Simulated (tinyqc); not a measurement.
What each parameter does: averaged masses of warped heavy- and light-hole bands.

Four-band hole energies E = c k^2 f(u), c = hbar^2/2m0, f = g1 -/+ 2 sqrt(g2^2 + 3 (g3^2 - g2^2) s), s = ux^2 uy^2 + uy^2 uz^2 + uz^2 ux^2 for the unit vector u; minus for heavy, plus for light holes; the mass along u is 1/f.

Grid: n x n midpoints in cos(theta) from 0 to 1 and phi from 0 to pi/2, equal weights. m_d = <f^(-3/2)>^(2/3). Conductivity mass for one scattering time: 1/m_c = <|w|^2 f^(-5/2)>/<f^(-3/2)> with w = grad_k(k^2 f)/(2 k), that is |w|^2 = f^2 + |angular gradient of f|^2/4.

Values chosen for the exercise (out of a larger set: near those of GaP; not measured data): g1 = 4.01 (Luttinger gamma1); g2 = 0.49 (gamma2); g3 = 1.26 (gamma3).

n = 40.

One parameter was then changed.

Results before and after:
```
case,m_d heavy (m0),m_c heavy (m0),m_d light (m0),m_c light (m0)
base,0.5210,0.4530,0.1669,0.1634
changed,0.5224,0.4556,0.1667,0.1633
```

Which of these changes was made? (a) g3 = 1.298; (b) g2 = 0.505; (c) g1 = 4.13.
Answer: (b) g2 = 0.505. Of the candidates, run in turn, only this one gives the changed row.

All candidates:
```
case,m_d heavy (m0),m_c heavy (m0),m_d light (m0),m_c light (m0)
base,0.5210,0.4530,0.1669,0.1634
g1 = 4.13,0.4894,0.4315,0.1636,0.1603
g2 = 0.505,0.5224,0.4556,0.1667,0.1633
g3 = 1.298,0.5386,0.4594,0.1655,0.1617
```

tinyqc: `OMP_NUM_THREADS=1 python tinyqc.py 1050513 1050514 out.jsonl`; about 0.01 s, one thread, shared Intel(R) Xeon(R) Processor @ 2.30GHz.
